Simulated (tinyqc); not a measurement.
What moves the results: type-II superlattice in the two-band Kane model. A value that a table varies takes the place of the one given here.

Motion along the axis, period d = a + b, c = hbar^2/2m0. Conduction and light-hole bands couple: (E - Ec)(E - Ev) = Ep c k^2 in each layer, with mass m(E) = (E - Ev)/Ep, which may be negative. The conduction envelope psi and psi'/m(E) are continuous; a layer carries them by [[cos kt, (m/k) sin kt], [-(k/m) sin kt, cos kt]] (cosh and sinh for k^2 < 0), and cos(q d) = tr(M_B M_A)/2. C1 is the first miniband above EvB, with its bottom at tr/2 = +1 and its top at -1; the gap is the bottom of C1 less the top heavy-hole level HH1.

Heavy holes are uncoupled: with e = EvB - E, p = sqrt(mhB e/c), w = sqrt(mhA (EvB - EvA - e)/c), the top level HH1 at q = 0 solves (p/mhB) tan(p b/2) = (w/mhA) tanh(w a/2).

Constants: hbar^2/2m0 = 3.80998211 eV angstrom^2; hc = 1239.841984 eV nm.

Parameters, chosen for this exercise (near those of an InAs/GaSb superlattice; the results hold for these values, not for the real material):

| symbol | value | unit | meaning |
|---|---|---|---|
| b | 43 | angstrom | layer B |
| EcA | 0 | eV | conduction edge of A |
| EvA | -0.41 | eV | valence edge of A |
| EcB | 0.929 | eV | conduction edge of B |
| EvB | 0.128 | eV | valence edge of B |
| EpA | 14.4 | eV | coupling energy in A |
| EpB | 18.3 | eV | coupling energy in B |
| mhA | 0.34 | m0 | heavy hole in A |
| mhB | 0.27 | m0 | heavy hole in B |
| As | (20, 26, 37, 43, 52, 63, 74) | angstrom | widths of layer A |
| a | 49 | angstrom | layer A |

## Width of layer A

Bottom of C1 (tr/2 = +1, above EvB), HH1, the gap and hc/gap; widths at which C1 no longer starts above EvB are left out.

Results:

| a (angstrom) | C1 (eV) | HH1 (eV) | gap (meV) | cut-off (micrometre) |
|---|---|---|---|---|
| 20 | 0.4966 | 0.0818 | 414.8 | 2.99 |
| 26 | 0.4112 | 0.0814 | 329.8 | 3.76 |
| 37 | 0.3015 | 0.0813 | 220.2 | 5.63 |
| 43 | 0.2589 | 0.0813 | 177.7 | 6.98 |
| 52 | 0.2099 | 0.0812 | 128.7 | 9.63 |
| 63 | 0.1666 | 0.0812 | 85.3 | 14.53 |
| 74 | 0.1351 | 0.0812 | 53.8 | 23.03 |

From a = 20 to 74 angstrom C1 falls by 362 meV while HH1 moves by -0.6 meV, so layer A tunes the gap, from 415 to 54 meV. The cut-off shifts by 0.128 micrometre per angstrom at the thin end and 0.772 at the thick end: long wavelengths need tight control of the thickness.

## One band or two

Bottom of C1. One band: (k/mA) tan(k a/2) = (kappa/mB) tanh(kappa b/2) with the edge masses (Ec - Ev)/Ep and barrier EcB - EcA. Second row: mA replaced by m(E). The last column is measured against two bands.

Results:

| model | C1 (eV) | gap (meV) | error (meV) |
|---|---|---|---|
| one band, edge masses | 0.2077 | 126.4 | -17.0 |
| m(E) in A only | 0.1818 | 100.5 | -42.9 |
| two bands | 0.2246 | 143.4 | 0.0 |

mA = 0.0285 m0
mB = 0.0438 m0

With edge masses C1 errs by -17 meV, 12 % of the gap. The heavier m(E) in A changes it by -26 meV; the treatment of B changes it by +43 meV, since C1 lies 97 meV above the valence edge of B, where its mass is 0.0053 instead of 0.0438.

## What each parameter does

Bottom and width of C1, HH1 and the gap. Each row changes one parameter from the base and keeps the others.

Results:

| case | C1 (eV) | width (meV) | HH1 (eV) | gap (meV) |
|---|---|---|---|---|
| base | 0.2246 | 42.2 | 0.0813 | 143.4 |
| a = 46 angstrom | 0.2409 | 44.5 | 0.0813 | 159.6 |
| b = 46 angstrom | 0.2276 | 37.7 | 0.0860 | 141.6 |
| EvB = 0.108 eV | 0.2231 | 39.8 | 0.0616 | 161.5 |
| EcB = 0.979 eV | 0.2282 | 39.0 | 0.0813 | 147.0 |
| EvA = -0.44 eV | 0.2202 | 41.1 | 0.0807 | 139.5 |
| EpA = 15.6 eV | 0.2322 | 44.8 | 0.0813 | 151.0 |
| mhB = 0.31 m0 | 0.2246 | 42.2 | 0.0850 | 139.6 |

The largest shifts from the base row, up to three for each result and ties (the steps differ in size, so this ranks the rows, not the parameters). C1 (eV): a +0.0162, EpA +0.0076, EvA -0.0045; unchanged at the printed digits by mhB. width (meV): b -4.5, EcB -3.2, EpA +2.6; unchanged at the printed digits by mhB. HH1 (eV): EvB -0.0196, b +0.0047, mhB +0.0038; unchanged at the printed digits by a, EcB and EpA. gap (meV): EvB +18.1, a +16.2, EpA +7.6.

(tinyqc, `OMP_NUM_THREADS=1 python tinyqc.py 1252141 1252142 out.jsonl`, Intel(R) Xeon(R) Processor @ 2.30GHz, 1 thread, shared host, about 0.07 s.)
